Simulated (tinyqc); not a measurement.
Inside a calculation. Method: plane-wave Kohn-Sham cycle with exchange-only LDA in a layered model solid. Computed by tinyqc, a small Python program that keeps every step. Settings: points = 16, plane-wave index or count = 3, electrons = 2, k points = 1, area = 10.0, mixing = 0.5, iteration cap = 64. Command: `OMP_NUM_THREADS=1 python tinyqc.py 27344 27345 out.jsonl` (the two numbers bound the seeds that draw the settings). One thread of a shared host (Intel(R) Xeon(R) Processor @ 2.60GHz), about 0.01 s of CPU time with the checks.

A solid whose potential varies along x alone (atomic units):
```
parameter                      value
period a                   17.800000
cross-section of the cell  10.000000
electrons per cell                 2
grid points                       16
plane waves -n..n, n               3
k points                           1
V1 in V1 cos(2 pi x/a)     -0.210000
V2 in V2 cos(4 pi x/a)      0.140000
```

Stop when sqrt(dV sum R^2) is below 1e-8, dV = a A/N.

Course of the cycle:
```
iteration  E (hartree)  norm of the residual
1            -0.534757              1.24e-01
2            -0.947242              2.28e-01
3            -1.353085              2.38e-01
4            -1.013940              2.04e-01
5            -0.995121              1.95e-01
6            -1.020028              2.06e-01
7            -1.119455              2.06e-01
8            -1.010070              2.02e-01
9            -1.064291              2.02e-01
10           -1.016017              2.04e-01
11           -1.089801              2.04e-01
...                ...                   ...
54           -1.518503              2.63e-01
55           -1.555551              2.65e-01
56           -1.556539              2.58e-01
57           -1.489499              2.57e-01
58           -1.576235              2.64e-01
59           -1.553232              2.64e-01
60           -1.497918              2.57e-01
61           -1.567195              2.58e-01
62           -1.532001              2.65e-01
63           -1.538352              2.63e-01
64           -1.557486              2.57e-01
```

Can the last value be used, and what does the course show?

Not by the stop rule. Not converged within 64 iterations: the residual has stopped falling. Reruns (cap 100 unless said): mixing 0.1: not converged; mixing 0.5, Kerker q0 1.0: not converged; mixing 0.3, Pulay depth 5: converged in 29 (E = -0.37981); the original settings with a cap of 400: not converged.
